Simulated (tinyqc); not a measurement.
From one set of inputs to another, one input at a time: shallow acceptor in the spherical model (Baldereschi-Lipari), strong spin-orbit limit. Computed by tinyqc, a small Python program. Command: `OMP_NUM_THREADS=1 python tinyqc.py 3000035 3000036 out.jsonl acceptor ladder`. One thread of a shared host (Intel(R) Xeon(R) Processor @ 2.30GHz), about 0.02 s of CPU time with the checks.

The 1S(3/2) state has an s envelope f(r) and a d envelope g(r). In effective units they obey -(f'' + 2f'/r + 2f/r) + mu (g'' + 5g'/r + 3g/r^2) = E f and -(g'' + 2g'/r - 6g/r^2 + 2g/r) + mu (f'' - f'/r) = E g. The cubic term, the split-off band and the central cell are left out.

The inputs printed are set A. Set A is modelled on germanium; the values taken over come from a set modelled on GaSb. Inputs not listed in the table keep their values of set A, so the rows need not describe a real material.

Inputs (values chosen for the exercise, modelled on germanium):
```
quantity                 value  unit
Luttinger gamma_1         13.5     -
Luttinger gamma_2         4.27     -
Luttinger gamma_3         5.59     -
dielectric constant eps   15.6     -
```

Constants: Ry = 13.605693123 eV; a_0 = 0.529177210903 angstrom.

Method:
- Ry* = Ry/(gamma_1 eps^2), a* = a_0 eps gamma_1, mu = (6 gamma_3 + 4 gamma_2)/(5 gamma_1), delta = (gamma_3 - gamma_2)/gamma_1; spherical masses 1/(gamma_1 (1 - mu)) (heavy) and 1/(gamma_1 (1 + mu)) (light).
- Basis: f_i = exp(-zeta_i r), g_i = r exp(-zeta_i r), weight r^2 dr, s = zeta_i + zeta_j. S_ff = 2/s^3, H_ff = zeta_i zeta_j S_ff - 2/s^2; S_gg = 24/s^5, H_gg = 8/s^3 + 24 zeta_i zeta_j/s^5 - 12/s^4; H(f_i, g_j) = mu (6 zeta_i^2/s^4 + 2 zeta_i/s^3); S_fg = 0. Each function is normalised by sqrt(S_ii).
- Large basis: zeta_i = 0.08 x 1.55^(i-1), i = 1..20 in each channel; overlap eigenvalues below 1e-11 are dropped.
- Binding energies are -E Ry*; the mass that fits is E(1S) eps^2/Ry.

Each row keeps all changes above it:
```
input moved              from    to  1S(3/2) binding energy (meV)  d weight of 1S(3/2)  light-hole mass (m_0)
set A                       -     -                         8.881              0.25896               0.042330
Luttinger gamma_1        13.5  13.3                         9.359              0.26751               0.042691
Luttinger gamma_2        4.27  4.88                        10.751              0.29656               0.041820
dielectric constant eps  15.6  15.5                        10.890              0.29656               0.041820
Luttinger gamma_3        5.59  6.02                        13.076              0.32940               0.040937
```

1S(3/2) binding energy goes from 8.88 to 13.1, a factor 1.47 in all. The largest single move comes from Luttinger gamma_3 (a factor 1.20). d weight of 1S(3/2) goes from 0.259 to 0.329, a factor 1.27 in all. The largest single move comes from Luttinger gamma_3 (a factor 1.11). Light-hole mass goes from 0.0423 to 0.0409, a factor 0.967 in all. The largest single move comes from Luttinger gamma_3 (a factor 0.9789), and Luttinger gamma_1 works against it (a factor 1.009). The single moves hold for this order of the switches; the total does not depend on the order.

Extremes, crossings and ranges named in words are read from the listed rows.
